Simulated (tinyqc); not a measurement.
MOS inversion layer, Poisson-Schroedinger loop: effect of the temperature.

Electrons confined at an insulator interface at z = 0, treated as a hard wall; parabolic valleys, Hartree approximation, no image or exchange terms. The depletion charge lies far deeper than the electrons and gives a uniform field q Nd/(eps0 eps_r); the gate balances all charge. Energies are counted from the band edge at the interface.

Schroedinger equation -(C/mz) psi'' + (V0 + U + dE for set B) psi = E psi, C = hbar^2/(2 m0), psi(0) = 0, on a uniform mesh of 800 nodes with a far wall at 78 nm, 8 levels a set; V0 = q Nd z/(eps0 eps_r); dU/dz = q (Ns - integral of n from 0 to z)/(eps0 eps_r), U(0) = 0; N_k = g md m0 q Vt/(pi hbar^2) ln(1 + exp((EF - E_k)/Vt)), g the number of valleys of the set, sum N_k = Ns. Triangular well: E_k = a_k (C F^2/mz)^(1/3), a_1 = 2.338107, a_2 = 4.087949, C = hbar^2/(2 m0), F in eV/nm. Fang-Howard (all electrons in the lowest level of set A): b^3 = 6 (mz1/C) q (Nd + 11 Ns/32)/(eps0 eps_r), centroid 3/b, level C b^2/(4 mz1) + (3/b) q (Nd + 11 Ns/16)/(eps0 eps_r). The centroid adds 3.9 z_av/eps_r to an oxide-equivalent thickness.

Values chosen for this exercise; masses and permittivity close to those of silicon (110): relative permittivity eps_r = 11.8; mass along z of valley set A (4 valley(s)) mz1 = 0.309 m0; in-plane density-of-states mass of set A md1 = 0.328 m0; mass along z of valley set B (2 valley(s)) mz2 = 0.189 m0; in-plane density-of-states mass of set B md2 = 0.422 m0; sheet density of electrons Ns = 2e12 cm^-2; sheet density of depletion charge Nd = 1.3e11 cm^-2; extra shift of set B (strain) dE = 0.07 eV.

Constants: q = 1.602176634e-19 C, kB = 1.380649e-23 J/K, hbar = 1.054571817e-34 J s, m0 = 9.1093837015e-31 kg, Vt = kB T/q, eps0 = 8.8541878128e-14 F/cm where lengths are in cm, hbar^2/(2 m0) = 0.0380998212 eV nm^2. Results are converted to the units shown.

The same in every row: Fang-Howard centroid (nm) = 3.54.

Results:
```
T (K)  A1 (meV)  B1 (meV)  EF (meV)  share of A1 (%)  share of set A (%)  centroid z_av (nm)  added oxide equivalent (nm)
20          102       182       106              100                 100                3.34                         1.10
50          102       182       103             99.7                 100                3.36                         1.11
77          102       183       100             97.9                 100                3.44                         1.14
120         103       184      93.0             93.1                 100                3.71                         1.23
300         105       188      47.0             71.4                97.4                5.06                         1.67
400         106       190      13.1             61.6                94.6                5.70                         1.88
500         107       191     -25.2             53.7                91.8                6.24                         2.06
```

Estimate the missing row, T = 200 K.

Computed row:
```
T (K)  A1 (meV)  B1 (meV)  EF (meV)  share of A1 (%)  share of set A (%)  centroid z_av (nm)  added oxide equivalent (nm)
200         104       186      75.4             83.1                99.4                4.32                         1.43
```

With this row back in the table: As T goes from 20 to 500, A1 rises from 102 to 107 meV, the share of A1 falls from 100 to 53.7 % and the centroid rises from 3.34 to 6.24 nm. EF lies more than 2 meV above A1 for T = 20. The Fang-Howard centroid is 5.8 % above the full one in the first row, where A1 holds 100 %, and 43 % below it in the last, where A1 holds 53.7 %. For T = 300, 400, 500 the eighth level of a set still holds over 0.4 % of the electrons, so more levels and a farther wall would raise the centroid.

tinyqc, about 1 s, one thread, Intel Xeon 2.30GHz (shared host): `OMP_NUM_THREADS=1 python tinyqc.py 2160067 2160068 out.jsonl`
